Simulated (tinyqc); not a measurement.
# Worked calculation: strained Delta valleys, repopulation and conductivity mass

Program tinyqc, `OMP_NUM_THREADS=1 python tinyqc.py 2530009 2530010 out.jsonl`; Intel Xeon 2.30GHz, shared host, one thread, about 0.01 s. Printed values are rounded.

A cubic crystal with three pairs of conduction valleys along x, y and z under uniaxial stress X along [100] (X > 0 is tension); current along [010]. Non-degenerate electrons, fixed total density, one relaxation time for all valleys and stresses, masses unchanged by strain, so the mobility goes as the mean inverse mass.

Parameters, values chosen for the exercise; values close to those of silicon: temperature T = 300 K; compliance s11 = 7.86 1/TPa; compliance s12 = -2.16 1/TPa; compliance s44 = 12.9 1/TPa; shear deformation potential Xu = 8.8 eV; longitudinal mass ml = 0.884 m0; transverse mass mt = 0.185 m0; uniaxial stress (tension positive) X = -330 MPa.

Constants: q = 1.602176634e-19 C, kB = 1.380649e-23 J/K, Vt = kB T/q. Results are converted to the units shown.

## Strain tensor

Stress s_ij = X a_i a_j with a the unit vector along [100]; strain e_ii = s11 s_ii + s12 (s_jj + s_kk), e_ij = s44 s_ij/2.

strain (%):
```
,x,y,z
x,-0.2593800,0.0000000,0.0000000
y,0.0000000,0.0712800,0.0000000
z,0.0000000,0.0000000,0.0712800
```

## Valley shifts and shares

Valley shift dE = Xu (n.e.n - trace(e)/3) with n the valley axis; share f proportional to exp(-dE/Vt).

```
valley,dE (meV),share f
x,-19.39872,0.6064506
y,9.69936,0.1967747
z,9.69936,0.1967747
```

The splitting is 29.1 meV, 1.1 Vt.

## Conductivity mass and mobility

Inverse mass along the current d = [010]: (n.d)^2/ml + (1 - (n.d)^2)/mt; mu/mu0 = sum f (1/m) over the plain mean of 1/m.

1/m along d, valley x to z (1/m0): [5.405405, 1.131222, 5.405405]
conductivity mass = 0.2190890 m0
unstrained value = 0.2512135 m0
mu/mu0 = 1.146627

The possible range, all electrons in one kind of valley, is 0.284 to 1.36.
